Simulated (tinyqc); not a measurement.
Donor binding, ionisation and the Mott limit: one step of the calculation.

Hydrogenic donor: Ry = (m0 q^3/(8 eps0^2 h^2)) me/eps_r^2 in eV, E0 = cc Ry, radius a = q/(8 pi eps0 eps_r E0), Mott density Nm = (0.26/a)^3. Below Nm the level sinks as Ed = E0 [1 - (N/Nm)^(1/3)]. Neutrality: Nc F12(eta) = N/(1 + 2 exp(eta + Ed/kB T)), F12(x) = (2/sqrt(pi)) int_0^infinity sqrt(u)/(1 + exp(u - x)) du.

Task. Binding energy, radius and Mott density. The mean spacing of the donors is N^(-1/3).

Inputs (values chosen for the exercise); band and dielectric values close to those of silicon:
- eps_r = 11.7 (relative permittivity)
- me = 0.262 m0 (mass in the hydrogenic formula, set independently of Nc)
- cc = 1 (ratio of the true binding energy to the hydrogenic one)
- N = 2.9e16 cm^-3 (donor density)

Constants: q = 1.602176634e-19 C, eps0 = 8.8541878128e-12 F/m, h = 6.62607015e-34 J s, m0 = 9.1093837015e-31 kg. Results are converted to the units shown.

Give: Ry; E0; a; Nm; spacing over a; Ed.

Result.

Ry = 26.04 meV
E0 = 26.04 meV
a = 2.363 nm
Nm = 1.332e18 cm^-3
spacing over a = 13.77
Ed = 18.77 meV

Range of the model: A sharp level with degeneracy 2 overstates freeze-out near Nm, where the impurity band broadens and merges with the conduction band.

Program tinyqc, `OMP_NUM_THREADS=1 python tinyqc.py 2330148 2330149 out.jsonl`; Intel Xeon 2.30GHz, shared host, one thread, about 0.01 s.
